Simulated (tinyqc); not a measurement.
Inside a calculation. Method: CISD on RHF in the sto-6g basis, for H4, spin multiplicity 1. Computed by tinyqc, a small Python program that keeps every step (integrals from PySCF). Settings: charge = 0, multiplicity = 1, basis = sto-6g, method = RHF, energy threshold = 1e-10, iteration cap = 77, orthogonalisation = symmetric, start = Wolfsberg-Helmholz matrix, DIIS depth = 6, ci = CISD. Command: `OMP_NUM_THREADS=1 python tinyqc.py 31020 31021 out.jsonl` (the two numbers bound the seeds that draw the settings). One thread of a shared host (Intel(R) Xeon(R) Processor @ 2.60GHz), about 0.08 s of CPU time with the checks. The early iterations of the SCF are left out here.

## One-electron integrals

Geometry (angstrom):
```
atom,x,y,z
H,0.000000,0.000000,0.000000
H,0.000000,0.000000,1.066000
H,0.000000,1.894000,0.000000
H,0.000000,1.894000,1.066000
```

Basis sto-6g: exponents (1/bohr^2) and contraction coefficients of normalised primitives:
```
element,l (shell),exponent,coefficient
H,s (1),35.523221,0.009164
H,s (1),6.513144,0.049361
H,s (1),1.822143,0.168538
H,s (1),0.625955,0.370563
H,s (1),0.243077,0.416492
H,s (1),0.100112,0.130334
```

Overlap, kinetic and nuclear-attraction integrals over the contracted functions; the nuclear repulsion is the sum of Za Zb / Rab.

nuclear repulsion = 2.03858289 hartree

overlap S, lower triangle:
```
,1H 1s,2H 1s,3H 1s,4H 1s
1H 1s,1.000000
2H 1s,0.458806,1.000000
3H 1s,0.141856,0.090490,1.000000
4H 1s,0.090490,0.141856,0.458806,1.000000
```

kinetic energy T (hartree), lower triangle:
```
,1H 1s,2H 1s,3H 1s,4H 1s
1H 1s,0.768522
2H 1s,0.089691,0.768522
3H 1s,-0.010237,-0.012099,0.768522
4H 1s,-0.012099,-0.010237,0.089691,0.768522
```

nuclear attraction V (hartree), lower triangle:
```
,1H 1s,2H 1s,3H 1s,4H 1s
1H 1s,-2.246838
2H 1s,-0.958698,-2.246838
3H 1s,-0.263415,-0.172501,-2.246838
4H 1s,-0.172501,-0.263415,-0.958698,-2.246838
```

core Hamiltonian H = T + V (hartree), lower triangle:
```
,1H 1s,2H 1s,3H 1s,4H 1s
1H 1s,-1.478316
2H 1s,-0.869007,-1.478316
3H 1s,-0.273652,-0.184600,-1.478316
4H 1s,-0.184600,-0.273652,-0.869007,-1.478316
```

## Two-electron integrals

Functions are numbered as in S; the eight-fold symmetry (ij|kl) = (ji|kl) = (kl|ij) leaves the list below.

Two-electron integrals (ij|kl) in chemists' order, unique and non-zero (hartree):
```
i,j,k,l,(ij|kl)
1,1,1,1,0.774999
2,1,1,1,0.280119
2,1,2,1,0.132529
2,2,1,1,0.457076
2,2,2,1,0.280119
2,2,2,2,0.774999
3,1,1,1,0.067899
3,1,2,1,0.027489
3,1,2,2,0.050207
3,1,3,1,0.010453
3,2,1,1,0.037300
3,2,2,1,0.018296
3,2,2,2,0.040188
3,2,3,1,0.005987
3,2,3,2,0.004014
3,3,1,1,0.277975
3,3,2,1,0.122040
3,3,2,2,0.243027
3,3,3,1,0.067899
3,3,3,2,0.040188
3,3,3,3,0.774999
4,1,1,1,0.040188
4,1,2,1,0.018296
4,1,2,2,0.037300
4,1,3,1,0.005987
4,1,3,2,0.003948
4,1,3,3,0.037300
4,1,4,1,0.004014
4,2,1,1,0.050207
4,2,2,1,0.027489
4,2,2,2,0.067899
4,2,3,1,0.007803
4,2,3,2,0.005987
4,2,3,3,0.050207
4,2,4,1,0.005987
4,2,4,2,0.010453
4,3,1,1,0.122040
4,3,2,1,0.057431
4,3,2,2,0.122040
4,3,3,1,0.027489
4,3,3,2,0.018296
4,3,3,3,0.280119
4,3,4,1,0.018296
4,3,4,2,0.027489
4,3,4,3,0.132529
4,4,1,1,0.243027
4,4,2,1,0.122040
4,4,2,2,0.277975
4,4,3,1,0.050207
4,4,3,2,0.037300
4,4,3,3,0.457076
4,4,4,1,0.040188
4,4,4,2,0.067899
4,4,4,3,0.280119
4,4,4,4,0.774999
```

## Orthogonalisation

S = U s U^T; symmetric (Loewdin) form X = U s^(-1/2) U^T, so that X^T S X = 1.

eigenvalues of S: 0.489828  0.592559  1.226461  1.691152

X, lower triangle:
```
,1H 1s,2H 1s,3H 1s,4H 1s
1H 1s,1.099959
2H 1s,-0.263990,1.099959
3H 1s,-0.065937,-0.001064,1.099959
4H 1s,-0.001064,-0.065937,-0.263990,1.099959
```

## Iteration 2 (converged): orbitals

converged F (hartree), lower triangle:
```
,1H 1s,2H 1s,3H 1s,4H 1s
1H 1s,-0.231661
2H 1s,-0.454380,-0.231661
3H 1s,-0.109210,-0.092542,-0.231661
4H 1s,-0.092542,-0.109210,-0.454380,-0.231661
```

Diagonalise F' = X^T F X, C = X C', fill 2 alpha and 2 beta electrons from the bottom; D = 2 C_occ C_occ^T. Each column has its largest component positive (the first on a tie).

F' = X^T F X (hartree), lower triangle:
```
,1,2,3,4
1,-0.020846
2,-0.439069,-0.020846
3,-0.067770,0.002722,-0.020846
4,0.002722,-0.067770,-0.439069,-0.020846
```

orbital energies (hartree): MO1 -0.524964, MO2 -0.394867, MO3 0.347731, MO4 0.488715

coefficients C:
```
,MO1,MO2,MO3,MO4
1H 1s,0.384484,0.451485,0.649538,0.714411
2H 1s,0.384484,0.451485,-0.649538,-0.714411
3H 1s,0.384484,-0.451485,0.649538,-0.714411
4H 1s,0.384484,-0.451485,-0.649538,0.714411
```

D after iteration 2, lower triangle:
```
,1H 1s,2H 1s,3H 1s,4H 1s
1H 1s,0.703334
2H 1s,0.703334,0.703334
3H 1s,-0.112021,-0.112021,0.703334
4H 1s,-0.112021,-0.112021,0.703334,0.703334
```

## Convergence

Stop when the energy changes by less than 1e-10 hartree and every element of the error matrix X^T (F D S - S D F) X is below 3e-06.

Course of the cycle:
```
iteration,E (hartree),change,largest element of the error matrix
1,-2.08048313,-,1.22e-15
2,-2.08048313,8.88e-16,9.26e-16
```

PySCF RHF in the same basis = -2.08048313 hartree

Converged in 2 iterations.

## Integrals over molecular orbitals

(pq|rs) = sum C_ip C_jq C_kr C_ls (ij|kl), one index at a time.

one-electron integrals over orbitals h = C^T H C (hartree), lower triangle:
```
,1,2,3,4
1,-1.658972
2,0.000000,-1.540262
3,0.000000,0.000000,-1.178551
4,0.000000,0.000000,0.000000,-1.062123
```

Two-electron integrals over orbitals (pq|rs), unique and non-zero (hartree):
```
p,q,r,s,(pq|rs)
1,1,1,1,0.436243
2,1,2,1,0.180025
2,2,1,1,0.438895
2,2,2,2,0.447630
3,1,3,1,0.107009
3,2,3,2,0.093415
3,3,1,1,0.429047
3,3,2,2,0.434306
3,3,3,3,0.439892
4,1,3,2,0.091133
4,1,4,1,0.088927
4,2,3,1,0.111990
4,2,4,2,0.119600
4,3,2,1,0.180718
4,3,4,3,0.197202
4,4,1,1,0.435373
4,4,2,2,0.444309
4,4,3,3,0.447728
4,4,4,4,0.458432
```

## CISD: determinants and Hamiltonian

Hartree-Fock energy = -2.08048313 hartree

Slater-Condon rules over spin orbitals, with the nuclear repulsion added and E(HF) subtracted on the diagonal. Only determinants linked to the reference directly or through others are kept (one block of an abelian symmetry group), so some states are absent.

Occupation strings over the orbitals (2 doubly, a alpha, b beta, 0 empty; spin orbitals ordered 1a 1b 2a 2b ...): 2200 aabb 2020 abab 2002 abba baab 0220 baba 0202 bbaa

H - E(HF) between determinants (hartree), lower triangle:
```
,2200,aabb,2020,abab,2002,abba,baab,0220,baba,0202,bbaa
2200,0.000000
aabb,-0.020857,0.931588
2020,0.093415,0.091133,0.822324
abab,-0.091133,-0.093415,0.089585,1.082207
2002,0.119600,-0.111990,0.197202,0.180718,1.135190
abba,0.111990,-0.119600,-0.180718,-0.197202,-0.068728,1.126473
baab,0.111990,-0.107009,-0.180718,-0.180025,-0.068728,0.000000,1.126473
0220,0.107009,-0.111990,0.180025,0.180718,0.000000,-0.068728,-0.068728,1.119355
baba,-0.091133,-0.088927,0.089585,0.000000,0.180718,-0.180025,-0.197202,0.180718,1.082207
0202,0.088927,0.091133,0.000000,0.089585,0.180025,-0.180718,-0.180718,0.197202,0.089585,1.358395
bbaa,-0.020857,0.000000,0.091133,-0.088927,-0.111990,-0.107009,-0.119600,-0.111990,-0.093415,0.091133,0.931588
```

## CISD: roots

Diagonalise (each vector has its largest component positive (the first on a tie)); all determinants have Ms = 0, so triplets appear too. The lowest singlet root is the correlation energy. The Davidson correction is (1 - c0^2) E_corr, c0 the coefficient of the reference.

lowest roots of this matrix, relative to E(HF) (hartree): -0.081294  0.479991  0.522638  0.924197  0.930570  1.076795  1.127002  1.132903

lowest vectors:
```
,root 1,root 2,root 3,root 4
2200,0.962488,0.031759,0.000000,0.214374
aabb,0.009416,-0.258282,0.408248,0.191246
2020,-0.118172,0.650894,0.000000,0.638016
abab,0.089488,0.116927,0.408248,-0.326110
2002,-0.100955,-0.394579,0.000000,0.261042
abba,-0.098904,0.141356,0.408248,0.134864
baab,-0.098904,0.141356,0.408248,0.134864
0220,-0.092864,-0.393058,0.000000,0.365552
baba,0.089488,0.116927,0.408248,-0.326110
0202,-0.071266,0.253801,0.000000,-0.151611
bbaa,0.009416,-0.258282,0.408248,0.191246
```

<S^2> of these roots: 0.000000  0.000000  6.000000  0.000000  2.000000  2.000000  0.000000  2.000000

weight of the ground state by excitation level 0, 1, 2, ...: 0.926383  0.000000  0.073617

Davidson correction = -0.00598459 hartree
